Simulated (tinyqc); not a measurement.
Inside a calculation. Model: solid solubility of a dopant against its melt (retrograde solidus), clustering and the electrically active fraction. Computed by tinyqc, a small Python program that keeps every step. Command: `OMP_NUM_THREADS=1 python tinyqc.py 3015307 3015308 out.jsonl retro walk`. One thread of a shared host (Intel(R) Xeon(R) Processor @ 2.30GHz), about 0.01 s of CPU time with the checks. Intermediate numbers are printed to about 6 digits and carried at full precision; extremes and crossings named in words are read from the listed rows.

Inputs (values chosen for the exercise, of the order of those of aluminium in silicon for the solubility):
```
quantity                                       value            unit
melting point of the host T_m                   1687               K
heat of melting of the host H_f                 50.2          kJ/mol
interaction L of the melt                       -4.1          kJ/mol
enthalpy of transfer from melt to solid H      0.612              eV
entropy of transfer S                          -1.74             k_B
site density N0                                5e+22          1/cm^3
temperature T                                   1620               K
total dopant density N_t                     2.7e+20          1/cm^3
atoms per cluster m                                4               -
cluster scale N* at 1273 K                   2.5e+20          1/cm^3
activation energy E_b of the cluster scale      0.38              eV
anneal temperature T_a                          1300               K
prefactor of n_i                            3.82e+16  1/(cm^3 K^1.5)
energy E_i in n_i                              0.606              eV
mobility mu                                       45      cm^2/(V s)
```

Clustering: clusters that take up free electrons.

Constants: R = 8.314462618 J/(mol K); k_B = 8.617333262e-05 eV/K; e = 1.602176634e-19 C; N_A = 6.02214076e+23 1/mol.

## Liquidus and solidus at T

x_l and x_s are atom fractions of the dopant in melt and solid; the solid is dilute. Liquidus of the host: R T ln(1 - x_l) + L x_l^2 = -H_f (1 - T/T_m). Distribution: k = x_s/x_l = exp[L (1 - x_l)^2/(R T)] exp(S/k_B - H/(k_B T)), the first factor being the activity coefficient in the melt. Solubility = x_s N0; at T_m x_l = 0.

x_l = 0.132933

distribution coefficient k = 0.00174191

x_s = 2.31557e-04

solubility = 1.15779e+19 1/cm^3

k at the melting point = 0.00194572

k has changed by a factor 0.90 from its value at T_m, while x_l has grown from 0 to 0.133.

## The retrograde maximum

The largest x_s N0 between 900 K and T_m. For an ideal melt with constant heats the maximum has x_l = H_f/(H + H_f), H in the same units.

temperature of the maximum = 1421.47 K

largest solubility = 2.40631e+19 1/cm^3

x_l there = 0.450211

ideal-melt value H_f/(H + H_f) = 0.459501

The maximum lies 266 K below T_m: above it the melt runs out of dopant, below it k falls as exp(-H/(k_B T)).

## The solidus

The formulas are those given above.

Against temperature:
```
T (K)       x_l           k  solubility (1/cm^3)  over the maximum
1000   0.875197  0.00014343          6.27659e+18          0.260838
1100   0.802351  0.00027088          1.08669e+19          0.451601
1200   0.711837  0.00045627          1.62395e+19          0.674870
1300   0.604234  0.00070138          2.11898e+19          0.880594
1400   0.479382  0.00099945          2.39560e+19          0.995549
1500   0.335761  0.00133384          2.23927e+19          0.930580
1580   0.204886  0.00160887          1.64817e+19          0.684937
1640   0.095029  0.00180586          8.58043e+18          0.356580
1675   0.025133  0.00191170          2.40233e+18          0.099834
```

Between the first rows the Arrhenius energy of the solubility is 0.52 eV, against H = 0.612 eV; it shrinks to zero at 1421 K and turns negative beyond. A crystal saturated at the maximum precipitates dopant-rich liquid on cooling and on heating alike. Below a eutectic or compound temperature another phase would set the limit.

## Active fraction after the anneal

A highly soluble donor (another dopant than that of the solidus) is limited by clustering. Donors N_a are active, and clusters hold m atoms each: N_t = N_a + m C, m C = N* (N_a/N*)^m (n/N*)^m, each atom taking one electron, n = N_a/2 + sqrt(N_a^2/4 + n_i^2), n_i = prefactor x T^1.5 exp(-E_i/(k_B T)), with N*(T) = N*(1273 K) exp[-(E_b/k_B)(1/T - 1/1273)]. Resistivity = 1/(e mu N_a).

N*(T_a) = 2.68649e+20 1/cm^3

active density N_a = 2.18424e+20 1/cm^3

active fraction = 0.808979

resistivity = 0.635003 milliohm cm

Doubling the dose would raise N_a by only 23 %. Caution: this clustering law is a generic form; degeneracy and a doping-dependent mobility are left out.

## Active against total

A highly soluble donor (another dopant than that of the solidus) is limited by clustering. Donors N_a are active, and clusters hold m atoms each: N_t = N_a + m C, m C = N* (N_a/N*)^m (n/N*)^m, each atom taking one electron, n = N_a/2 + sqrt(N_a^2/4 + n_i^2), n_i = prefactor x T^1.5 exp(-E_i/(k_B T)), with N*(T) = N*(1273 K) exp[-(E_b/k_B)(1/T - 1/1273)].

Active density (1/cm^3):
```
N_t (1/cm^3)   N_a at T_a  fraction  N_a at T_a + 150 K  N_a at T_a - 150 K
1.00e+19      1.00000e+19  1.000000         1.00000e+19         1.00000e+19
3.00e+19      3.00000e+19  1.000000         3.00000e+19         2.99998e+19
1.00e+20      9.98992e+19  0.998992         9.99906e+19         9.81101e+19
2.00e+20      1.85820e+20  0.929102         1.97943e+20         1.48386e+20
5.00e+20      2.64186e+20  0.528371         3.41495e+20         1.85976e+20
1.00e+21      3.02568e+20  0.302568         4.03182e+20         2.08756e+20
2.00e+21      3.37300e+20  0.168650         4.54195e+20         2.30850e+20
5.00e+21      3.83252e+20  0.076650         5.18905e+20         2.61113e+20
```

The exponent d ln N_a/d ln N_t falls from 1.00 to 0.14, towards 1/(2m) = 0.125. At the highest dose a 150 K hotter anneal gives 1.35 times the active density, and a later step 150 K cooler would cut it to 0.68 if it ran to equilibrium: short hot anneals come last.

Checks made by the program: the ideal-melt maximum (relative difference 6e-09).
